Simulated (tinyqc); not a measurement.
Raising U: Hubbard chain of 3 sites, mean field against exact. Computed by the program tinyqc. Collinear unrestricted mean field (the lowest of 40 random starts) against exact diagonalisation.

one-body matrix (hopping and site energies) (eV):
```
,1,2,3
1,0.0000,-1.8000,0.0000
2,-1.8000,0.0000,-1.8000
3,0.0000,-1.8000,0.0000
```

electrons, up and down: 2  1

Exact and mean-field results (eV):
```
U,U/t,E exact,E mean field,mean |n_up - n_down|,"double occupancy, exact",first gap in the sector
0.9000,0.5000,-4.555343,-4.534396,0.3672,0.1884,2.4203
1.8000,1.0000,-4.074377,-3.993101,0.4127,0.1678,2.2744
3.6000,2.0000,-3.276161,-3.000000,0.5556,0.1286,1.9585
5.4000,3.0000,-2.673629,-2.237061,0.7289,0.0960,1.6628
7.2000,4.0000,-2.224922,-1.736482,0.8375,0.0715,1.4158
10.8000,6.0000,-1.632120,-1.182386,0.9262,0.0416,1.0622
14.4000,8.0000,-1.273881,-0.892746,0.9584,0.0263,0.8371
21.6000,12.0000,-0.876155,-0.597888,0.9815,0.0128,0.5802
36.0000,20.0000,-0.534693,-0.359548,0.9933,0.0049,0.3556
```

What does the comparison show, and why?

In absolute terms mean field is worst at U/t = 4.0, 0.488 eV too high: at small U it is nearly exact, and at large U it misses only exchange-scale energies. Relative to the exact energy its error is 0.5 % at the smallest U, 33 % at most and 33 % at the largest. The double occupancy falls from 0.188 to 0.005; at the largest U the first gap is 0.99 times the exchange scale 4t^2/U.
